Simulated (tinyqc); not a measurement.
# Well width for a wanted wavelength

Question. The layer is x parts of the first compound and 1 - x of the second, grown coherently on the third as substrate and barrier. Rows of the table: lattice constant a, average valence level Ea on an absolute scale, spin-orbit splitting so, gaps at Gamma, X and L, hydrostatic deformation potentials av and ac (Gamma), shear potential b, elastic constants, electron and heavy-hole (along z) masses. All are interpolated linearly in x; gaps get -C x (1 - x), taken wholly in the conduction band; real line-ups can differ from this model by 0.1 eV or more. In-plane strain e = (a_substrate - a)/a, e_z = -2 (c12/c11) e, volume change 2 e + e_z. With v = 2 e + e_z and d = 2 b (e_z - e): Eav = Ea + av v; E_hh = Eav + so/3 - d/2; E_lh = Eav - so/6 + d/4 + sqrt(so^2 + so d + 9 d^2/4)/2; E_c = Ea + so/3 + EG + ac v (Gamma). Substrate: E_v = Ea + so/3, E_c = E_v + EG. Well depths: dEc = E_c(substrate) - E_c, dEhh = E_hh - E_v(substrate), dElh likewise; strained Gamma gap E_c - max(E_hh, E_lh); positive values confine carriers in the layer. Lowest level of a finite well of width Lw and depth V: kw Lw/2 = arctan(sqrt((mw/mb)(V - E)/E)), kw = sqrt(mw E/C), C = hbar^2/(2 m0), for electrons (dEc) and heavy holes (dEhh), mb from the substrate; transition E_c - E_hh + both levels, without exciton binding; wavelength h c/E. Find Lw and the two levels.

Inputs (values chosen for the exercise): fraction of the first compound in the layer x = 0.35; bowing of the Gamma gap CG = 0.477 eV; bowing of the X gap CX = 1.4 eV; bowing of the L gap CL = 0.33 eV.

Constants: q = 1.602176634e-19 C, hbar = 1.054571817e-34 J s, h = 6.62607015e-34 J s, m0 = 9.1093837015e-31 kg, c = 299792458 m/s, hbar^2/(2 m0) = 0.0380998212 eV nm^2. Results are converted to the units shown.

Binary compounds, values chosen for the exercise:
```
	close to InAs	close to GaAs	close to InP
a (angstrom)	6.058	5.653	5.869
Ea (eV)	-6.67	-6.92	-7.04
so (eV)	0.377	0.344	0.111
EG (eV)	0.357	1.43	1.36
EX (eV)	1.36	1.89	2.18
EL (eV)	1.07	1.7	1.96
av (eV)	1	1.15	1.28
ac (eV)	-5.08	-7.22	-4.98
b (eV)	-1.8	-1.72	-1.71
c11 (GPa)	83.5	118	102
c12 (GPa)	45.7	53	56.1
me (m0)	0.0232	0.067	0.0805
mh (m0)	0.334	0.345	0.527
```

wavelength = 1359.2457 nm

Answer. Both levels fall steadily as the well widens, so the wavelength rises steadily and one width matches.

Lw = 14.50 nm
electron level = 19.84 meV
heavy-hole level = 4.237 meV

Program tinyqc, `OMP_NUM_THREADS=1 python tinyqc.py 2690159 2690160 out.jsonl`; Intel Xeon 2.30GHz, shared host, one thread, about 0.01 s.
